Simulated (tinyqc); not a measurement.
Bond-orbital model of a tetrahedral semiconductor (Harrison's universal couplings): one step. The three energies. Five cases, with inputs chosen for the exercise.

Task: Form the hybrid levels, V1, V2 and V3.

Hybrid level eh = (es + 3 ep)/4; metallic energy V1 = (ep - es)/4 for each atom; covalent energy V2 = 3.22 hbar^2/(m d^2); polar energy V3 = (ehc - eha)/2; hbar^2/m = 2c, c = hbar^2/2m0. Polarity ap = V3/sqrt(V2^2 + V3^2), covalency ac = V2/sqrt(V2^2 + V3^2). p-p coupling at Gamma Exx = (4/3)(2.22 - 2 x 0.63) hbar^2/(m d^2) = 1.28 hbar^2/(m d^2), s-s coupling Ess = 4 x 1.32 hbar^2/(m d^2).

Constants: hbar^2/2m0 = 3.80998211 eV angstrom^2.

Case 1.

Values chosen (near tabulated values for AlN; the model gives trends, and its gaps can be far from the real ones; shifted at random, so the results belong to these values and not to a real crystal): esc = -10.64 eV (s level, cation); epc = -5.7 eV (p level, cation); esa = -25.99 eV (s level, anion); epa = -13.97 eV (p level, anion); d = 1.89 angstrom (bond length).

Case 2.

Values chosen (near tabulated values for SiC; the model gives trends, and its gaps can be far from the real ones; shifted at random, so the results belong to these values and not to a real crystal): esc = -14.91 eV (s level, cation); epc = -7.62 eV (p level, cation); esa = -19.21 eV (s level, anion); epa = -11.18 eV (p level, anion); d = 1.89 angstrom (bond length).

Case 3.

Values chosen (near tabulated values for InAs; the model gives trends, and its gaps can be far from the real ones; shifted at random, so the results belong to these values and not to a real crystal): esc = -10.02 eV (s level, cation); epc = -5.36 eV (p level, cation); esa = -18.85 eV (s level, anion); epa = -8.9 eV (p level, anion); d = 2.61 angstrom (bond length).

Case 4.

Values chosen (near tabulated values for diamond; the model gives trends, and its gaps can be far from the real ones; shifted at random, so the results belong to these values and not to a real crystal): esc = -19.67 eV (s level, cation); epc = -10.93 eV (p level, cation); esa = -19.67 eV (s level, anion); epa = -10.93 eV (p level, anion); d = 1.54 angstrom (bond length).

Case 5.

Values chosen (near tabulated values for GaAs; the model gives trends, and its gaps can be far from the real ones; shifted at random, so the results belong to these values and not to a real crystal): esc = -11.5 eV (s level, cation); epc = -5.72 eV (p level, cation); esa = -18.75 eV (s level, anion); epa = -8.97 eV (p level, anion); d = 2.44 angstrom (bond length).

Give: hbar^2/(m d^2); hybrid levels; V1; V2, V3.

Result:

Case 1.

hbar^2/(m d^2) = 2.1332 eV

hybrid levels (eV): cation -6.9350, anion -16.9750

V1 (eV): cation 1.2350, anion 3.0050

V2, V3 (eV): 6.8689  5.0200

Case 2.

hbar^2/(m d^2) = 2.1332 eV

hybrid levels (eV): cation -9.4425, anion -13.1875

V1 (eV): cation 1.8225, anion 2.0075

V2, V3 (eV): 6.8689  1.8725

Case 3.

hbar^2/(m d^2) = 1.1186 eV

hybrid levels (eV): cation -6.5250, anion -11.3875

V1 (eV): cation 1.1650, anion 2.4875

V2, V3 (eV): 3.6019  2.4312

Case 4.

hbar^2/(m d^2) = 3.2130 eV

hybrid levels (eV): cation -13.1150, anion -13.1150

V1 (eV): cation 2.1850, anion 2.1850

V2, V3 (eV): 10.3459  0.0000

Case 5.

hbar^2/(m d^2) = 1.2799 eV

hybrid levels (eV): cation -7.1650, anion -11.4150

V1 (eV): cation 1.4450, anion 2.4450

V2, V3 (eV): 4.1213  2.1250

Computed by tinyqc, one run a case: `OMP_NUM_THREADS=1 python tinyqc.py N N+1 out.jsonl` with N = 1480493, 1481026, 1481586, 1481666, 1481790; one thread of a shared Intel(R) Xeon(R) Processor @ 2.30GHz, about 0.01 s a run at most.
